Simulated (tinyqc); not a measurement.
Pariser-Parr-Pople SCF with singles CI, for the molecule c1ccnc[cH+]c1 (SMILES; centres numbered as the heavy atoms are written), step by step. Computed by tinyqc, a small Python program that keeps every step. Settings: charge = 1, gamma = Ohno, start = huckel, damping = 0, iteration cap = 88, excitations kept = 6. Command: `OMP_NUM_THREADS=1 python tinyqc.py 20825 20826 out.jsonl` (the two numbers bound the seeds that draw the settings). One thread of a shared host (Intel(R) Xeon(R) Processor @ 2.60GHz), about 0.02 s of CPU time with the checks. Later iterations appear only in the table of the cycle.

## PPP integrals

Centres (angstrom, eV; a flat drawing with bonds scaled to 1.40 angstrom):

| centre | x | y | core charge z | W | gamma_rr |
|---|---|---|---|---|---|
| 1C | 1.613000 | 0.000000 | 1 | 11.160000 | 11.130000 |
| 2C | 1.006000 | 1.261000 | 1 | 11.160000 | 11.130000 |
| 3C | -0.359000 | 1.573000 | 1 | 11.160000 | 11.130000 |
| 4N | -1.454000 | 0.700000 | 1 | 14.100000 | 12.300000 |
| 5C | -1.454000 | -0.700000 | 1 | 11.160000 | 11.130000 |
| 6C | -0.359000 | -1.573000 | 1 | 11.160000 | 11.130000 |
| 7C | 1.006000 | -1.261000 | 1 | 11.160000 | 11.130000 |

Resonance integrals (eV):

| i | j | beta |
|---|---|---|
| 1 | 2 | -2.390000 |
| 2 | 3 | -2.390000 |
| 3 | 4 | -2.510000 |
| 4 | 5 | -2.510000 |
| 5 | 6 | -2.390000 |
| 6 | 7 | -2.390000 |
| 7 | 1 | -2.390000 |

Ohno: gamma = 14.399645/sqrt(R^2 + a^2), a = 2 x 14.399645/(gamma_rr + gamma_ss); H_rr = -W_r - sum_(s != r) z_s gamma_rs; H_rs = beta for bonds.

repulsion gamma_rs (eV), lower triangle:
```
           1C         2C         3C         4N         5C         6C         7C
1C  11.130000
2C   7.555349  11.130000
3C   5.079327   7.553271  11.130000
4N   4.263436   5.130585   7.727912  12.300000
5C   4.233299   4.233184   5.078555   7.729197  11.130000
6C   5.079327   4.233612   4.233148   5.130835   7.552663  11.130000
7C   7.555349   5.080158   4.233612   4.263318   5.078313   7.553271  11.130000
```

core matrix H (eV), lower triangle:
```
            1C          2C          3C          4N          5C          6C          7C
1C  -44.926086
2C   -2.390000  -44.946158
3C    0.000000   -2.390000  -45.065825
4N    0.000000    0.000000   -2.510000  -48.345283
5C    0.000000    0.000000    0.000000   -2.510000  -45.065212
6C    0.000000    0.000000    0.000000    0.000000   -2.390000  -44.942855
7C   -2.390000    0.000000    0.000000    0.000000    0.000000   -2.390000  -44.924020
```

## Starting guess

pi electrons, sum of z_r less the charge = 6

Orbitals of the Hueckel matrix of the beta values.

P at the start, lower triangle:
```
           1C         2C         3C         4N        5C        6C        7C
1C   0.855424
2C   0.644621   0.854793
3C   0.160556   0.636298   0.856263
4N  -0.224195   0.154279   0.645829   0.867040
5C  -0.227129  -0.234822   0.157680   0.645829  0.856263
6C   0.161186  -0.231475  -0.234822   0.154279  0.636298  0.854793
7C   0.640275   0.161186  -0.227129  -0.224195  0.160556  0.644621  0.855424
```

## Iteration 1: Fock matrix

F_rr = H_rr + P_rr gamma_rr / 2 + sum_(s != r) P_ss gamma_rs; F_rs = H_rs - P_rs gamma_rs / 2; E = tr P (H + F) / 2 + core repulsion sum_(r<s) z_r z_s gamma_rs.

F (eV), lower triangle:
```
            1C          2C          3C          4N          5C          6C          7C
1C  -11.231966
2C   -4.825167  -11.220931
3C   -0.407757   -4.793064  -11.210274
4N    0.477921   -0.395771   -5.005455  -13.712255
5C    0.480752    0.497021   -0.400393   -5.005870  -11.210170
6C   -0.409358    0.489987    0.497017   -0.395791   -4.792871  -11.220451
7C   -4.808750   -0.409425    0.480788    0.477908   -0.407676   -4.824497  -11.231669
```

pi energy = -86.547047 eV

## Iteration 1: orbitals and new P

Diagonalise F (the basis is taken as orthonormal) and form P = 2 sum c c over the lowest orbitals.

orbital energies (eV): -21.361109  -18.674651  -17.914465  -8.376562  -7.754918  -3.681819  -3.274191

P after iteration 1, lower triangle:
```
           1C         2C         3C         4N        5C        6C        7C
1C   0.837507
2C   0.656985   0.851439
3C   0.195326   0.613341   0.784383
4N  -0.226416   0.137889   0.654424   1.053403
5C  -0.192835  -0.256802   0.087944   0.654460  0.784393
6C   0.171973  -0.235765  -0.256829   0.137906  0.613327  0.851390
7C   0.621120   0.171950  -0.192882  -0.226414  0.195343  0.656967  0.837485
```

## Iteration 2: Fock matrix

As before.

F (eV), lower triangle:
```
            1C          2C          3C          4N          5C          6C          7C
1C  -11.384638
2C   -4.871876  -11.371522
3C   -0.496061   -4.706365  -10.741778
4N    0.482654   -0.353727   -5.038667  -13.864639
5C    0.408163    0.543545   -0.223313   -5.039226  -10.741585
6C   -0.436753    0.499070    0.543598   -0.353786   -4.706127  -11.370982
7C   -4.736391   -0.436767    0.408295    0.482637   -0.496006   -4.871125  -11.384376
```

pi energy = -86.857046 eV

## Iteration 2: orbitals and new P

As before.

orbital energies (eV): -21.256926  -18.741357  -17.910226  -8.316977  -7.702431  -3.507454  -3.424149

P after iteration 2, lower triangle:
```
           1C         2C         3C         4N        5C        6C        7C
1C   0.836741
2C   0.673277   0.866828
3C   0.205458   0.597393   0.738570
4N  -0.223568   0.131480   0.652678   1.115799
5C  -0.183262  -0.256511   0.084555   0.652731  0.738577
6C   0.165704  -0.248099  -0.256548   0.131507  0.597367  0.866762
7C   0.605645   0.165671  -0.183326  -0.223565  0.205476  0.673259  0.836723
```

## Convergence

Stop when output and input P, before any damping, agree to 1e-7.

Course of the cycle:

| iteration | E (eV) | largest \|P(out) - P(in)\| |
|---|---|---|
| 1 | -86.54704743 | 1.86e-01 |
| 2 | -86.85704575 | 6.24e-02 |
| 3 | -86.91586021 | 2.97e-02 |
| 4 | -86.93604917 | 1.61e-02 |
| 5 | -86.94420685 | 9.45e-03 |
| 6 | -86.94768015 | 5.81e-03 |
| 7 | -86.94918228 | 3.68e-03 |
| 8 | -86.94983471 | 2.37e-03 |
| 9 | -86.95011830 | 1.55e-03 |
| 10 | -86.95024156 | 1.03e-03 |
| 11 | -86.95029510 | 6.78e-04 |
| ... | ... | ... |
| 23 | -86.95033620 | 4.56e-06 |
| 24 | -86.95033620 | 3.00e-06 |
| 25 | -86.95033620 | 1.98e-06 |
| 26 | -86.95033620 | 1.30e-06 |
| 27 | -86.95033620 | 8.59e-07 |
| 28 | -86.95033620 | 5.66e-07 |
| 29 | -86.95033620 | 3.73e-07 |
| 30 | -86.95033620 | 2.45e-07 |
| 31 | -86.95033620 | 1.62e-07 |
| 32 | -86.95033620 | 1.07e-07 |
| 33 | -86.95033620 | 7.02e-08 |

Converged in 33 iterations.

## Converged orbitals

Charges are z - P_rr.

orbital energies (eV): -21.226764  -18.746229  -17.921786  -8.253059  -7.674224  -3.511457  -3.412421

coefficients:
```
         MO1        MO2        MO3        MO4        MO5        MO6        MO7
1C  0.298670  -0.507044  -0.257839  -0.369822  -0.412046   0.130699   0.513409
2C  0.329350  -0.234370  -0.538946   0.462956  -0.184192  -0.349681  -0.419052
3C  0.389228   0.205512  -0.377902   0.213114   0.544312   0.510578   0.247129
4N  0.549360   0.540246  -0.000216  -0.454928   0.000056  -0.446518  -0.000125
5C  0.389192   0.205922   0.377723   0.212973  -0.544293   0.510810  -0.246803
6C  0.329235  -0.233788   0.539225   0.463099   0.184047  -0.349973   0.418771
7C  0.298604  -0.506769   0.258471  -0.369741   0.412175   0.131009  -0.513277
```

pi charges: 1C 0.174442, 2C 0.092274, 3C 0.326912, 4N -0.187324, 5C 0.326903, 6C 0.092367, 7C 0.174426

## Singles CI, singlets

Over the 6 single excitations with the smallest orbital gaps: A = (e_a - e_i) delta + 2 (ia|jb) - (ij|ab), with (pq|rs) = sum c_mp c_mq gamma_mn c_nr c_ns. f = 2/3 w |mu|^2 in atomic units, mu = sqrt2 sum c_ia sum_m c_mi c_ma R_m.

singlet CI matrix (eV), lower triangle:
```
           3>4        3>5        2>4        2>5       1>4       1>5
3>4   5.210729
3>5  -0.000117   5.589930
2>4  -0.000402   1.140316   5.868097
2>5  -1.214970  -0.000034   0.000051   6.136784
1>4   0.000101   0.212262   0.069178   0.000292  7.738630
1>5  -0.162564   0.000196  -0.000045  -0.012463  0.000022  8.137907
```

singlet excitation energies (eV): 4.368273  4.576185  6.836938  6.968259  7.783535  8.148888

oscillator strengths: 0.066653  0.005523  1.387534  1.355288  0.090114  0.093895

## Singles CI, triplets

Over the 6 single excitations with the smallest orbital gaps: A = (e_a - e_i) delta - (ij|ab), with (pq|rs) = sum c_mp c_mq gamma_mn c_nr c_ns.

triplet CI matrix (eV), lower triangle:
```
           3>4        3>5       2>4        2>5        1>4       1>5
3>4   3.194948
3>5   0.000052   3.883887
2>4   0.000034  -0.071850  3.942774
2>5  -0.071850  -0.000073  0.000011   4.693475
1>4  -0.000043   0.289432  0.063844   0.000121   6.512153
1>5   0.289432   0.000263  0.000121  -0.103228  -0.000062  7.103317
```

triplet excitation energies (eV): 3.170929  3.806862  3.987110  4.691366  6.544841  7.129445
